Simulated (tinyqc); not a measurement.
Frenkel-Kontorova chain: a misfit dislocation (kink) in a monolayer on a periodic substrate. Changing the misfit f = (b - a)/a. Computed by tinyqc, a small Python program. Command: `OMP_NUM_THREADS=1 python tinyqc.py 3017745 3017746 out.jsonl fkchain sweep`. One thread of a shared host (Intel(R) Xeon(R) Processor @ 2.30GHz), about 0.02 s of CPU time with the checks.

E = sum_j [(k/2)(x_(j+1) - x_j - b)^2 + (W/2)(1 - cos(2 pi x_j/a))], x_j = a (j + u_j). A kink takes u from 0 to 1: the chain is stretched by one period and has one atom fewer than wells.

Inputs (values chosen for the exercise, for a model overlayer):
```
quantity,value,unit
spring constant k,4.81,eV/angstrom^2
substrate period a,3.48,angstrom
corrugation W,12.2,eV
atomic mass M,138,u
```

Constants: nu for 1 eV/(angstrom^2 u) = 15.6333042 THz.

Method. l0 = sqrt(k a^2/(2 W)); kink u(j) = (2/pi) arctan exp(pi j/l0); kink energy at f = 0: E0 = (4/pi) W l0; with misfit E0 - k a^2 f; kinks become favourable at f_c = 2/(pi l0), and a coherent chain with free ends loses stability at f_m = 1/l0. Lowest vibration of the flat chain: nu0 = 15.6333042 THz x sqrt(2 pi^2 W/(a^2 M)).

One run for each value:
```
misfit f = (b - a)/a,kink energy with misfit (eV)
0.010,23.42
0.051,21.03
0.093,18.58
0.130,16.43
0.180,13.52
0.220,11.19
0.260,8.86
0.300,6.53
```

What does the table show, and why?

Over the rows, kink energy with misfit (eV) falls from 23.4 to 6.53. It is linear in f, with slope -k a^2.

Caution (all rows): a corrugation above 1 eV is larger than real overlayers usually show; it is chosen to keep the kink narrow. Caution (all rows): for l0 below about 3 the kink spans few atoms, and the continuum kink energy is off by about 2 per cent or more.
